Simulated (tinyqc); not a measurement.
# Pinning factor and neutrality level from two metals

Question. On an oxide a metal of vacuum work function pM shows the effective value Phi + S (pM - Phi), with S = 1/(1 + 0.1 (eps_inf - 1)^2). Find S, Phi and eps_inf.

effective work functions for metals of 4.06 and 5.34 eV (eV): [4.3547874, 4.9952486]

Answer. The slope is S, and the point where both work functions agree is Phi.

S = 0.5004
Phi = 4.650 eV
eps_inf = 4.160

Numbers from tinyqc (`OMP_NUM_THREADS=1 python tinyqc.py 2410069 2410070 out.jsonl`; about 0.01 s on one thread of a shared Intel Xeon 2.30GHz).
